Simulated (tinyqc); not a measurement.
Convergence with the mesh: density of states of one tight-binding band on the square lattice.

E(k) = -2 t (c1 + c2) - 4 t2 c1 c2 with ci = cos(2 pi ki); k in fractions of the reciprocal vectors, mesh k_i = j/N with j = 0 .. N-1. Densities are per cell and per spin, so the band holds one state.

Each square of the mesh is cut along (i, j)-(i+1, j+1) into two triangles. For corner energies e1 <= e2 <= e3 and eij = ei - ej, the share of the triangle below E is n = (E - e1)^2/(e21 e31) for e1 < E < e2 and n = 1 - (e3 - E)^2/(e31 e32) for e2 < E < e3; its density of states is g = dn/dE.

Gaussian broadening: g(E) = mean over the mesh of exp(-(E - E_k)^2/(2 sigma^2))/(sigma sqrt(2 pi)), n(E) = mean of erfc((E_k - E)/(sigma sqrt 2))/2.

Values chosen for the exercise:
- t = 1.23 eV (nearest hopping)
- t2 = 0.21 eV (second hopping)
- E = -2.59 eV (energy at which the density is wanted)
- sigma = 0.369 eV (Gaussian width)

At the energy E; the plain count is the share of mesh points below E; the reference is the linear method with N = 240.

Results:

| N | points | g linear | n linear | g Gaussian | n Gaussian | n plain count |
|---|---|---|---|---|---|---|
| 4 | 16 | 0.0781 | 0.1238 | 0.2540 | 0.1531 | 0.0625 |
| 6 | 36 | 0.0719 | 0.1677 | 0.1174 | 0.2040 | 0.2500 |
| 8 | 64 | 0.0746 | 0.1720 | 0.0731 | 0.1646 | 0.1406 |
| 12 | 144 | 0.0716 | 0.1784 | 0.0858 | 0.1780 | 0.1736 |
| 16 | 256 | 0.0716 | 0.1806 | 0.0714 | 0.1825 | 0.1758 |
| 24 | 576 | 0.0709 | 0.1820 | 0.0708 | 0.1838 | 0.1753 |
| 48 | 2304 | 0.0707 | 0.1829 | 0.0709 | 0.1839 | 0.1827 |

reference n and g: 0.1832  0.0706

What can be read from this table?

The linear n(E) stays within 0.002 of the reference from N = 24 on. The Gaussian g stays within 1 % of its last value from N = 16 on; it tends to the broadened curve, not the true one. At the last mesh it lies 0.000 1/eV from the reference g and the linear g 0.000. The plain count errs by -0.0005 at the last mesh.

tinyqc: `OMP_NUM_THREADS=1 python tinyqc.py 1681183 1681184 out.jsonl`; about 0.09 s, one thread, shared Intel(R) Xeon(R) Processor @ 2.30GHz.
